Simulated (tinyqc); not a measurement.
Reaction control against transport control: chemical vapour deposition: Grove model, boundary layer, depletion and step coverage. Computed by tinyqc, a small Python program. Command: `OMP_NUM_THREADS=1 python tinyqc.py 3017964 3017965 out.jsonl cvd walk`. One thread of a shared host (Intel(R) Xeon(R) Processor @ 2.30GHz), about 0.01 s of CPU time with the checks.

A precursor diffuses to the surface and reacts there at first order; each molecule that reacts adds one formula unit of film.

Inputs (values chosen for the exercise, close to those used for tungsten from its fluoride):
```
quantity                                            value                unit
prefactor k0 of k_s                               1.1e+06                cm/s
activation energy E                                 0.741                  eV
temperature T                                         450                   C
total pressure p                                      760                torr
mole fraction of the precursor Y                    0.011                   -
gas diffusivity D0 at 273.15 K and 760 torr          0.23              cm^2/s
film density N                                    6.3e+22  formula units/cm^3
gas velocity U                                        9.5                cm/s
kinematic viscosity nu0 at 273.15 K and 760 torr     0.55              cm^2/s
susceptor length L                                     59                  cm
channel height b                                      6.3                  cm
```

Reactor: horizontal, atmospheric.

Constants: k_B = 8.617333262e-05 eV/K; k_B = 1.380649e-23 J/K.

Method:
- k_s = k0 exp(-E/(k_B T)); C_g = Y p/(k_B T), 1 torr = 133.322 Pa; D = D0 (T/273.15)^1.75 (760/p).
- nu = nu0 (T/273.15)^1.75 (760/p); Re = U L/nu; mean boundary layer delta = (2/3) L/sqrt(Re), at most b/2; h_g = D/delta.
- Fluxes in series: C_s = C_g/(1 + k_s/h_g); growth rate G = k_s h_g/(k_s + h_g) C_g/N; 1 cm/s = 6e8 nm/min.
- Temperatures in kelvin are T(C) + 273.15.

Rates:
```
T (C)  k_s (cm/s)  h_g (cm/s)  G (nm/min)  reaction limit (nm/min)  transport limit (nm/min)
250    7.9974e-02     0.32963       94.58               1.1753e+02                    484.43
300    3.3550e-01     0.35703      232.02               4.5005e+02                    478.93
350    1.1181e+00     0.38414      352.76               1.3795e+03                    473.95
400    3.1162e+00     0.41098      414.71               3.5592e+03                    469.40
450    7.5373e+00     0.43757      439.69               8.0135e+03                    465.22
500    1.6262e+01     0.46393      448.55               1.6172e+04                    461.34
550    3.1958e+01     0.50327      462.78               2.9850e+04                    470.07
600    5.8127e+01     0.55798      486.65               5.1183e+04                    491.32
650    9.9090e+01     0.61509      509.12               8.2527e+04                    512.28
```

The apparent activation energy of G is 0.46 eV between the first rows and 0.06 eV between the last, against E = 0.741 eV. k_s passes h_g between 300 and 350 C, where control shifts from the surface to the gas. In the reaction limit the slope is E - k_B T, because C_g falls as 1/T; any further lowering comes from transport. The transport limit turns upwards in the rows where delta has reached its cap b/2.

Extremes, crossings and ranges named in words are read from the listed rows.
